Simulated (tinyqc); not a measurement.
Changing the dissolved hydrogen [H2]: hydrogen passivation and dissociation of interface defects with a spread of activation energies. Computed by tinyqc, a small Python program. Command: `OMP_NUM_THREADS=1 python tinyqc.py 3006190 3006191 out.jsonl passivation sweep`. One thread of a shared host (Intel(R) Xeon(R) Processor @ 2.30GHz), about 0.02 s of CPU time with the checks.

Active defects P react as P + H2 -> HP + H and HP -> P + H; released atomic hydrogen is removed. All defects start active. Activation energies are normally distributed, independently for the two reactions.

Inputs (values chosen for the exercise, for a model interface):
```
quantity                        value    unit
defect density N_0            2.8e+12   cm^-2
mean passivation energy E_f      1.46      eV
spread s_f                       0.06      eV
prefactor k_f0                3.6e-09  cm^3/s
mean dissociation energy E_d     2.77      eV
spread s_d                      0.097      eV
prefactor k_d0                4.2e+13     1/s
anneal temperature T              780       K
anneal time t                    4500       s
```

Ambient: hydrogen.

Constants: k_B = 8.617333262e-05 eV/K.

Method. a = k_f0 [H2] exp(-E_f/k_B T), b = k_d0 exp(-E_d/k_B T); the active share of one kind of site is b/(a + b) + (a/(a + b)) exp(-(a + b) t). Full average: z from -5 to 5 in steps of 0.125 with normalised weights exp(-z^2/2), energy = mean + spread x z, over both energies.

One run for each value:
```
dissolved hydrogen [H2] (cm^-3)  active share  active share, single energy  steady active share, single energy
1.00e+14                           5.9562e-01                   5.9537e-01                          2.8602e-01
4.00e+14                           2.6505e-01                   1.5669e-01                          9.1032e-02
2.00e+15                           6.3133e-02                   1.9641e-02                          1.9636e-02
7.00e+15                           2.0191e-02                   5.6902e-03                          5.6902e-03
3.00e+16                           5.2733e-03                   1.3335e-03                          1.3335e-03
1.00e+17                           1.6493e-03                   4.0043e-04                          4.0043e-04
2.00e+18                           8.4379e-05                   2.0029e-05                          2.0029e-05
1.00e+19                           1.6895e-05                   4.0059e-06                          4.0059e-06
```

Give the missing row, dissolved hydrogen [H2] (cm^-3) = 6.00e+17.

Computed row:
```
dissolved hydrogen [H2] (cm^-3)  active share  active share, single energy  steady active share, single energy
6.00e+17                           2.8036e-04                   6.6761e-05                          6.6761e-05
```

Interpolating between the two neighbouring rows (the first column on a logarithmic scale, the others too where they are positive) misses most in active share, by 0.60 %. Over the rows, active share falls from 0.596 to 1.69e-5 (exponent d ln y / d ln x -0.58 between the first rows and -1.00 between the last); active share, single energy falls from 0.595 to 4.01e-6 (exponent d ln y / d ln x between -1.3 and -0.96); steady active share, single energy falls from 0.286 to 4.01e-6 (exponent d ln y / d ln x -0.83 between the first rows and -1.00 between the last). At the high end the exponent of steady active share, single energy is -1.00, close to -1: the exponent of the steady state b/(a + b) with a >> b.
